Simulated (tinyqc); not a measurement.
Six-transistor SRAM cell, nodal equations and margins: one step of the calculation.

Two cross-coupled inverters (pull-down bn, pull-up bp) hold the nodes Q and QB; access transistors (ba, threshold VTn, gate on the word line at Vdd when selected) join them to the bit lines. Transistor (EKV form, voltages against the body): I = 2 n b Vt^2 [F(vp - Vs) - F(vp - Vd)] from drain to source, F(v) = ln^2(1 + exp(v/(2 Vt))), vp = (Vg - VT + sg |Vd - Vs|)/n. n-channel bodies are at 0; for the p-channel device all voltages are counted down from Vdd. b in uA/V^2 gives I in uA. For an access transistor the bit line is the drain and the node the source. In a read both bit lines are at Vdd. The cell is symmetric (no mismatch).

Task. Read current and disturbance. Iread = Ia(bit line at Vdd, source Q); cell ratio bn/ba; time to pull a bit line of 20 fF down by 0.1 V at that current.

Inputs (values chosen for the exercise): temperature T = 300 K; supply voltage Vdd = 0.6 V; slope factor n = 1.26; drain-induced barrier lowering sg = 0.042; n-channel threshold VTn = 0.31 V; gain factor of the pull-down transistor bn = 210 uA/V^2; gain factor of the access transistor ba = 180 uA/V^2.

Constants: q = 1.602176634e-19 C, kB = 1.380649e-23 J/K, Vt = kB T/q. Results are converted to the units shown.

(Q, QB) (V): Q 0.070650948, QB 0.59996029

Wanted: Iread; cell ratio; time.

Result.

Iread = 3.626 uA
cell ratio = 1.167
time = 551.6 ps

Program tinyqc, `OMP_NUM_THREADS=1 python tinyqc.py 2340033 2340034 out.jsonl`; Intel Xeon 2.30GHz, shared host, one thread, about 0.1 s.
